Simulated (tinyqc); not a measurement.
# Gate voltage for a given inversion charge

Problem. p-type body, charge-sheet picture, depletion and inversion only, full ionisation (an idealisation for deep acceptors), Boltzmann statistics (rough once Na exp(x - xn) passes about Nc/7). In units of Vt: xg = (Vg - Vfb)/Vt, x = psi/Vt, G = gamma/sqrt(Vt), xn = (2 phiF + Vc)/Vt. The implicit equation is (xg - x)^2 = G^2 [x - 1 + exp(x - xn)] for x above about 3. Cox = eps0 eox/tox. ni = sqrt(Nc Nv) exp(-Eg/(2 Vt)), Eg in volts; phiF = Vt ln(Na/ni); gamma = sqrt(2 q eps0 eps_r Na)/Cox. N_inv = (Cox Vt G/q) [sqrt(x - 1 + exp(x - xn)) - sqrt(x - 1)]. Find x - xn, psi and Vg.

Parameters, values chosen for the exercise; band and dielectric values close to those of germanium:
- T = 250 K (temperature)
- Eg = 0.659 eV (band gap)
- eps_r = 16.2 (relative permittivity)
- Nc = 7.99e18 cm^-3 (conduction-band density of states at T)
- Nv = 4.63e18 cm^-3 (valence-band density of states at T)
- eox = 3.9 (relative permittivity of the gate insulator (close to silicon dioxide))
- tox = 21 nm (insulator thickness)
- Na = 4.9e17 cm^-3 (acceptor density)
- Vfb = -0.44 V (flat-band voltage)
- Vc = 0 V (channel-body voltage)

Constants: q = 1.602176634e-19 C, kB = 1.380649e-23 J/K, Vt = kB T/q, eps0 = 8.8541878128e-14 F/cm where lengths are in cm. Results are converted to the units shown.

N_inv = 1.3e10 cm^-2

Solution. N_inv rises steadily with x, so it fixes x; the implicit equation then gives xg directly.

x - xn = -1.24
psi = 0.524 V
Vg = 2.14 V

Program tinyqc, `OMP_NUM_THREADS=1 python tinyqc.py 2122084 2122085 out.jsonl`; Intel Xeon 2.30GHz, shared host, one thread, about 0.01 s.
